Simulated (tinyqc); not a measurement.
Transfer between valleys with temperature: electrons shared among three sets of ellipsoidal valleys.

F_j(eta) = (1/Gamma(j + 1)) integral_0^infinity x^j dx/(1 + exp(x - eta)), which tends to exp(eta) for eta << 0.

Sets X, L, Gamma: N_i = M_i times N = 2 (m kB T/(4 pi c))^(3/2) with c = hbar^2/2m0, in 1/angstrom^3; times 1e24 for 1/cm^3, m = (ml mt^2)^(1/3); n = sum_i N_i F_1/2((EF - dE_i)/kT), energies from the edge of the first set; mu_drift = sum of share times mobility.

Constants: hbar^2/2m0 = 3.80998211 eV angstrom^2; kB = 8.617333262e-05 eV/K.

Parameters, chosen for this exercise (masses and offsets near those of GaP; mobilities are free inputs, held fixed; not measured data): dE = (0, 0.352, 0.561) eV (edges of X, L, Gamma above the first); M = (3, 4, 1) (valleys in each set); ml = (1.914, 1.24, 0.134) m0 (longitudinal masses of X, L, Gamma); mt = (0.2545, 0.1566, 0.134) m0 (transverse masses); mu = (260, 400, 1400) cm^2/(V s) (mobility of each set); n = 3.7e+17 1/cm^3 (total electron density).

Offsets, masses and mobilities are held fixed; n is fixed too, so the high values of T stand for hot electrons, not for the lattice.

Populations:
```
T (K)  EF (eV)  share X  share L  share Gamma  mu_drift
77     -0.0146   1.0000   0.0000       0.0000       260
150    -0.0416   1.0000   0.0000       0.0000       260
300    -0.1103   1.0000   0.0000       0.0000       260
450    -0.1891   0.9999   0.0001       0.0000       260
600    -0.2746   0.9993   0.0007       0.0000       260
900    -0.4596   0.9930   0.0070       0.0000       261
1200   -0.6590   0.9783   0.0215       0.0002       263
2000   -1.2411   0.9196   0.0788       0.0016       273
```

The share of X goes from 1.000 to 0.920 and the mean mobility from 260 to 273 cm^2/(V s). X holds more than L throughout. The share of Gamma is at most 0.0016.

Computed by tinyqc, a small Python program: `OMP_NUM_THREADS=1 python tinyqc.py 1682189 1682190 out.jsonl` (the numbers bound the seed that draws the inputs); one thread of a shared host (Intel(R) Xeon(R) Processor @ 2.30GHz), about 0.01 s for the whole set of steps.
